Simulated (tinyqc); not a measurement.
Numerical transform against the formula: Lorentz oscillators and the Kramers-Kronig relations.

eps(E) = 1 + sum_j S_j/(E0_j^2 - E^2 - i G_j E).

Kramers-Kronig: eps1(E) = 1 + (2/pi) P integral_0^infinity E1 eps2(E1)/(E1^2 - E^2) dE1. Maclaurin rule on the grid E_j = j h, j = 1 .. M: eps1(E_i) = 1 + (4 h/pi) sum over j with j - i odd of E_j eps2(E_j)/(E_j^2 - E_i^2); nothing is added above E_M.

Parameters, chosen for this exercise (line positions loosely like those of Ge; Lorentz tails absorb below the gap, where the real solid is clear; not measured data):
- E0 = (2.24, 3.45, 4.41) eV (resonances)
- G = (0.48, 0.74, 0.87) eV (widths)
- S = (22.1, 43.3, 106.8) eV^2 (strengths)
- h = 0.2 eV (grid step)
- M = 40 (grid points E_j = j h)

Every third grid point is listed; the error is the transform minus the formula.

Dielectric function:

| E (eV) | eps2 | eps1 formula | eps1 transform | error |
|---|---|---|---|---|
| 0.40 | 0.372 | 14.763 | 14.896 | 0.134 |
| 1.00 | 1.189 | 16.153 | 15.829 | -0.324 |
| 1.60 | 3.656 | 20.035 | 20.371 | 0.335 |
| 2.20 | 22.636 | 17.432 | 16.820 | -0.612 |
| 3.40 | 22.141 | 11.990 | 11.989 | -0.001 |
| 4.00 | 20.844 | 7.448 | 7.227 | -0.221 |
| 4.60 | 24.258 | -14.114 | -14.166 | -0.052 |
| 5.20 | 6.981 | -13.059 | -13.198 | -0.139 |
| 5.80 | 2.828 | -8.363 | -8.450 | -0.087 |
| 6.40 | 1.493 | -5.715 | -5.881 | -0.166 |
| 7.00 | 0.912 | -4.111 | -4.247 | -0.135 |
| 7.60 | 0.610 | -3.054 | -3.333 | -0.279 |

Give the missing row, E (eV) = 2.80.

Computed row:
```
E (eV)   eps2  eps1 formula  eps1 transform   error
2.80    9.203        11.888          11.630  -0.258
```

The largest error listed is -0.612 at 2.20 eV. The rule samples every 2h = 0.4 eV and the narrowest line is 0.48 eV wide, so it is barely resolved. The grid ends at 8 eV, where eps2 is still 0.483; the error at the last point listed, nearest the missing tail, is -0.279.

Run: tinyqc, `OMP_NUM_THREADS=1 python tinyqc.py 1651874 1651875 out.jsonl`; Intel(R) Xeon(R) Processor @ 2.30GHz, one thread, shared host; about 0.2 s of CPU time with all checks.
